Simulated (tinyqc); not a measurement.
Inputs raised by 5 %, one at a time: Rutherford backscattering from a thin compound film on silicon: kinematics, yields, composition and thickness. Computed by tinyqc, a small Python program. Command: `OMP_NUM_THREADS=1 python tinyqc.py 3005314 3005315 out.jsonl rbs sens`. One thread of a shared host (Intel(R) Xeon(R) Processor @ 2.30GHz), about 0.01 s of CPU time with the checks.

Singly charged helium ions (Z1 = 2, M1 = 4.0026 u) enter at the tilt angle a1 to the normal and leave at a2 = |180 - theta - tilt| in the same plane. The film is A B_x.

Inputs (values chosen for the exercise, modelled on a helium beam on SiGe):
```
quantity,value,unit
beam energy E0,1.5,MeV
scattering angle theta,165,degrees
tilt of the sample,7,degrees
heavy element: Z_A,32,-
heavy element: mass M_A,72.6,u
heavy element: stopping eps_A at 2 MeV,72.5,1e-15 eV cm^2
light element: Z_B,14,-
light element: mass M_B,28.09,u
light element: stopping eps_B at 2 MeV,50.2,1e-15 eV cm^2
"atoms of B per atom of A, x",3.32,-
atomic density of the film,48.9,1/nm^3
film thickness d,62,nm
collected charge,5.8,microcoulomb
detector solid angle,3.8,msr
detector resolution (FWHM),13,keV
```

Constants: e^2/(4 pi eps_0) = 14.39964548 eV angstrom; e = 1.602176634e-19 C.

Method:
- Kinematic factor K = [(sqrt(M^2 - M1^2 sin^2 theta) + M1 cos theta)/(M + M1)]^2.
- Surface edges lie at K E0; substrate silicon has M = 28.09 u. Mass resolution at M_A = resolution/(E0 dK/dM).
- Stopping per atom eps(E) = eps(2 MeV) (E/2 MeV)^(-0.4) (a law chosen for the exercise); Bragg rule eps_film = (eps_A + x eps_B)/(1 + x); areal density N d, with 1/nm^2 = 0.1 x 1e15/cm^2.
- Width of the signal of element i: [K_i eps(E0)/cos a1 + eps(K_i E0)/cos a2] N d; depth resolution = resolution x d/width of A; energy lost on the way in = eps(E0) N d/cos a1.
- Rutherford cross section in the laboratory frame: sigma = (Z1 Z e^2/(4 pi eps_0 4E))^2 (4/sin^4 theta) (r + cos theta)^2/r, r = sqrt(1 - (M1 sin theta/M)^2), times the screening factor 1 - 0.049 Z1 Z^(4/3)/E (E in keV); 1 angstrom^2 = 1e8 barn.
- Counts = (charge/e) x solid angle x sigma(E_mean) x areal density of the element/cos a1, E_mean = E0 - half the energy lost on the way in; 1 barn = 1e-24 cm^2. The ratio of areas returns x = (Y_B/Y_A)(sigma_A/sigma_B), with the counting error sqrt(1/Y_A + 1/Y_B).

Runs:
```
input moved,from,to,depth resolution (nm),ratio of areas Y_B/Y_A,mass resolution at M_A (u),counting error of x without background (%)
base run,-,-,22.381,0.61713,3.5949,1.0504
beam energy E0 (MeV),1.5,1.575,22.822,0.61699,3.4237,1.1032
"atoms of B per atom of A, x",3.32,3.486,22.458,0.64798,3.5949,1.0545
atomic density of the film (1/nm^3),48.9,51.345,21.315,0.61713,3.5949,1.0247
film thickness d (nm),62,65.1,22.381,0.61713,3.5949,1.0247
heavy element: stopping eps_A at 2 MeV (1e-15 eV cm^2),72.5,76.125,22.047,0.61713,3.5949,1.0503
detector resolution (FWHM) (keV),13,13.65,23.500,0.61713,3.7746,1.0504
scattering angle theta (degrees),165,173.25,22.520,0.61655,3.5567,1.0652
```

Exponents ln(y'/y) / ln(x'/x):
```
input,depth resolution,ratio of areas Y_B/Y_A,mass resolution at M_A,counting error of x without background
beam energy E0,0.400,-0.004,-1.000,1.007
"atoms of B per atom of A, x",0.071,1.000,0.000,0.081
atomic density of the film,-1.000,0.000,0.000,-0.507
film thickness d,0.000,0.000,0.000,-0.507
heavy element: stopping eps_A at 2 MeV,-0.308,0.000,0.000,-0.002
detector resolution (FWHM),1.000,0.000,1.000,0.000
scattering angle theta,0.127,-0.019,-0.219,0.289
```

To which inputs is each result most sensitive?

Among the inputs moved here: depth resolution answers most in size to atomic density of the film (exponent -1.000), and about equally to detector resolution (FWHM) (+1.000); its exponent is below 0.0005 for film thickness d. Its exponent +0.400 in beam energy E0: the chosen stopping law. Its exponent -1.000 in atomic density of the film: the method measures atoms per area, so depth needs the density. Ratio of areas Y_B/Y_A answers most in size to atoms of B per atom of A, x (exponent +1.000), next to scattering angle theta (-0.019); its exponent is below 0.0005 for atomic density of the film, film thickness d, heavy element: stopping eps_A at 2 MeV, detector resolution (FWHM). Its exponent +1.000 in atoms of B per atom of A, x: areas count atoms. Its exponent 0.000 in film thickness d: both cross sections scale alike with energy. Mass resolution at M_A answers most in size to beam energy E0 (exponent -1.000), and about equally to detector resolution (FWHM) (+1.000); its exponent is below 0.0005 for atoms of B per atom of A, x, atomic density of the film, film thickness d, heavy element: stopping eps_A at 2 MeV. Its exponent -1.000 in beam energy E0: edges spread in proportion to E0. Counting error of x without background answers most in size to beam energy E0 (exponent +1.007), next to atomic density of the film (-0.507); its exponent is below 0.0005 for detector resolution (FWHM). Its exponent +1.007 in beam energy E0: sigma falls as 1/E^2 and the error goes as its inverse root. Its exponent -0.507 in film thickness d: counting statistics.

Caution (all rows): the silicon signal of the film merges with that of the substrate, so only the width of A can be read directly. Caution (all rows): film and substrate silicon overlap, so Y_B must be separated by a fit.

Extremes, crossings and ranges named in words are read from the listed rows.
